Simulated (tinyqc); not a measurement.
## Polarisation charge from two barrier thicknesses

Inverse problem. VT = phiB - dEc - q sigma d/(eps0 eps_r). Find sigma, phiB - dEc and the thickness at which VT = 0.

Parameters, values chosen for the exercise:
```
symbol,value,unit,meaning
eps_r,9.1,,relative permittivity of barrier and channel
```

Constants: q = 1.602176634e-19 C, eps0 = 8.8541878128e-14 F/cm where lengths are in cm. Results are converted to the units shown.

VT for d = 20 and 30 nm (V): -3.8538415  -6.1951522

Solution. VT is linear in d.

sigma = 1.18e13 cm^-2
phiB - dEc = 0.829 V
thickness for VT = 0 = 3.54 nm

tinyqc, about 0.01 s, one thread, Intel Xeon 2.30GHz (shared host): `OMP_NUM_THREADS=1 python tinyqc.py 2570087 2570088 out.jsonl`
